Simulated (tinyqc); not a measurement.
Lattice against boundary over temperature: grain-boundary diffusion: Harrison regimes, Fisher and Le Claire analysis, Hart average. Computed by tinyqc, a small Python program. Command: `OMP_NUM_THREADS=1 python tinyqc.py 3003042 3003043 out.jsonl gbdiff walk`. One thread of a shared host (Intel(R) Xeon(R) Processor @ 2.30GHz), about 0.01 s of CPU time with the checks.

A boundary is a slab of width delta with diffusivity D_b, normal to a surface held at constant concentration; it leaks into grains of diffusivity D.

Inputs (values chosen for the exercise, for a model polycrystal):

| quantity | value | unit |
|---|---|---|
| melting point T_m | 2800 | K |
| lattice prefactor D0 | 9.8e-05 | m^2/s |
| lattice activation energy E | 4.05 | eV |
| boundary prefactor D0b | 3.1e-05 | m^2/s |
| boundary activation energy E_b | 2.32 | eV |
| boundary width delta | 0.57 | nm |
| segregation factor s | 1 | - |
| grain size d | 0.32 | um |
| temperature T | 2000 | K |
| time t | 2800 | s |

Constants: k_B = 8.617333262e-05 eV/K.

Method:
- D = D0 exp(-E/(k_B T)), D_b = D0b exp(-E_b/(k_B T)).
- Triple product P = s delta D_b.
- Hart average for parallel slabs: f = delta/d, D_eff = (s f D_b + (1 - f) D)/(1 - f + s f); share of the boundaries = s f D_b/(s f D_b + (1 - f) D); depth sqrt(D_eff t).
- l = sqrt(D t); P = s delta D_b; alpha = s delta/(2 l); beta = P/(2 D l). Regime A if l > 3 d, C if alpha > 1, B if alpha < 0.1, l < d/4 and beta > 10, otherwise a transition.
- D_eff = (s f D_b + (1 - f) D)/(1 - f + s f), f = delta/d; share of the boundaries = s f D_b/(s f D_b + (1 - f) D).

boundary fraction f = 0.00178125

Diffusivities (m^2/s):

| T/T_m | T (K) | D | D_b | D_eff | share | regime |
|---|---|---|---|---|---|---|
| 0.3 | 840 | 4.9237e-29 | 3.7323e-19 | 6.6481e-22 | 1.00000 | C |
| 0.4 | 1120 | 5.8483e-23 | 1.1267e-15 | 2.0071e-18 | 0.99997 | transition |
| 0.5 | 1400 | 2.5815e-19 | 1.3795e-13 | 2.4599e-16 | 0.99895 | B |
| 0.6 | 1680 | 6.9464e-17 | 3.4015e-12 | 6.1282e-15 | 0.98869 | transition |
| 0.7 | 1960 | 3.7792e-15 | 3.3567e-11 | 6.3563e-14 | 0.94065 | A |
| 0.8 | 2240 | 7.5705e-14 | 1.8689e-10 | 4.0847e-13 | 0.81499 | A |
| 0.9 | 2520 | 7.7908e-13 | 7.1050e-10 | 2.0433e-12 | 0.61939 | A |
| 1.0 | 2800 | 5.0298e-12 | 2.0680e-09 | 8.7044e-12 | 0.42319 | A |

The apparent activation energy of D_eff is 2.32 eV between the first rows and 3.15 eV between the last, against E_b = 2.32 and E = 4.05 eV. Among these rows boundaries carry most of the flux up to T/T_m = 0.9, the lattice above. Caution: outside regime A, D_eff and the share of the boundaries hold only at steady state.
